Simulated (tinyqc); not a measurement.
Six-transistor SRAM cell, nodal equations and margins: one step of the calculation.

Two cross-coupled inverters (pull-down bn, pull-up bp) hold the nodes Q and QB; access transistors (ba, threshold VTn, gate on the word line at Vdd when selected) join them to the bit lines. Transistor (EKV form, voltages against the body): I = 2 n b Vt^2 [F(vp - Vs) - F(vp - Vd)] from drain to source, F(v) = ln^2(1 + exp(v/(2 Vt))), vp = (Vg - VT + sg |Vd - Vs|)/n. n-channel bodies are at 0; for the p-channel device all voltages are counted down from Vdd. b in uA/V^2 gives I in uA. For an access transistor the bit line is the drain and the node the source. In a read both bit lines are at Vdd. The cell is symmetric (no mismatch).

Question. The largest square in the read butterfly. f(x) is the node voltage of one half-cell in a read for input x (In - Ip - Ia = 0). Static noise margin: side of the largest square between the curve (x, f(x)) and its mirror image (f(y), y); with h(c) the root x of f(x) - x = c, it is the maximum over c > 0 of h(c) - h(-c) + c.

Parameters, values chosen for the exercise: temperature T = 325 K; supply voltage Vdd = 0.4 V; slope factor n = 1.18; drain-induced barrier lowering sg = 0.063; n-channel threshold VTn = 0.27 V; p-channel threshold (magnitude) VTp = 0.42 V; gain factor of the pull-down transistor bn = 210 uA/V^2; gain factor of the access transistor ba = 84 uA/V^2; gain factor of the pull-up transistor bp = 72 uA/V^2.

Constants: q = 1.602176634e-19 C, kB = 1.380649e-23 J/K, Vt = kB T/q. Results are converted to the units shown.

c, point 0 to 6 (V): [0.086, 0.14, 0.2, 0.24, 0.29, 0.31, 0.34]

Wanted: h(c); h(-c); side.

Answer.

h(c), point 0 to 6 (V): [0.1269, 0.1093, 0.1002, 0.09574, 0.08502, 0.07634, 0.05598]
h(-c), point 0 to 6 (V): [0.2166, 0.2460, 0.2795, 0.3031, 0.3358, 0.3501, 0.3731]
side, point 0 to 6 (V): [-0.00369, 0.00324, 0.02079, 0.03265, 0.03925, 0.03622, 0.02292]

The maximum over c is 39.36 mV, the read margin; with the word line off (no Ia) the same construction gives 99.90 mV.

tinyqc, about 0.2 s, one thread, Intel Xeon 2.30GHz (shared host): `OMP_NUM_THREADS=1 python tinyqc.py 2340174 2340175 out.jsonl`
